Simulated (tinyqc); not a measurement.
Raising U: Hubbard chain of 3 sites, mean field against exact. Computed by the program tinyqc. 

one-body matrix (hopping and site energies) (eV):
```
         1        2        3
1   0.0000  -1.1200   0.0000
2  -1.1200   0.0000  -1.1200
3   0.0000  -1.1200   0.0000
```

electrons, up and down: 2  1

Collinear unrestricted mean field (the lowest of 40 random starts) against exact diagonalisation.

Exact and mean-field results (eV):

| U | U/t | E exact | E mean field | mean \|n_up - n_down\| | double occupancy, exact | first gap in the sector |
|---|---|---|---|---|---|---|
| 0.560 | 0.500 | -2.83444 | -2.82140 | 0.367 | 0.188 | 1.506 |
| 1.120 | 1.000 | -2.53517 | -2.48460 | 0.413 | 0.168 | 1.415 |
| 2.240 | 2.000 | -2.03850 | -1.86667 | 0.556 | 0.129 | 1.219 |
| 3.360 | 3.000 | -1.66359 | -1.39195 | 0.729 | 0.096 | 1.035 |
| 4.480 | 4.000 | -1.38440 | -1.08048 | 0.837 | 0.072 | 0.881 |
| 6.720 | 6.000 | -1.01554 | -0.73571 | 0.926 | 0.042 | 0.661 |
| 8.960 | 8.000 | -0.79264 | -0.55549 | 0.958 | 0.026 | 0.521 |
| 13.440 | 12.000 | -0.54516 | -0.37202 | 0.981 | 0.013 | 0.361 |
| 22.400 | 20.000 | -0.33270 | -0.22372 | 0.993 | 4.85e-03 | 0.221 |

In absolute terms mean field is worst at U/t = 4.0, 0.304 eV too high: at small U it is nearly exact, and at large U it misses only exchange-scale energies. Relative to the exact energy its error is 0.5 % at the smallest U, 33 % at most and 33 % at the largest. The double occupancy falls from 0.188 to 0.005; at the largest U the first gap is 0.99 times the exchange scale 4t^2/U.
